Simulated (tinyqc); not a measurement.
Classical nucleation, growth and JMAK kinetics of crystallisation from a melt or glass: one step, computed by the program tinyqc.

A spherical nucleus with a sharp interface of isotropic energy gamma; lambda = Omega^(1/3) is the jump distance.

Problem. Growth velocity. Driving force per volume: dG = H (T_m - T)/T_m. Growth (Wilson-Frenkel): u = (D/lambda) [1 - exp(-dG Omega/(k_B T))]. D = D0 exp(-Q/(k_B T)).

Inputs (values chosen for the exercise, for a model substance):
```
quantity                        value        unit
melting point T_m                1270           K
heat of melting per volume H      656      J/cm^3
interface energy gamma         0.0739       J/m^2
atomic volume Omega              29.9  angstrom^3
temperature T                    1068           K
diffusion prefactor D0        5.9e-05       m^2/s
activation energy Q              2.17          eV
```

Nucleation: homogeneous. Driving force: Turnbull (linear).

Constants: k_B = 8.617333262e-05 eV/K; k_B = 1.380649e-23 J/K.

Give: growth velocity u.

Solution.

growth velocity u = 2.086e-06 m/s
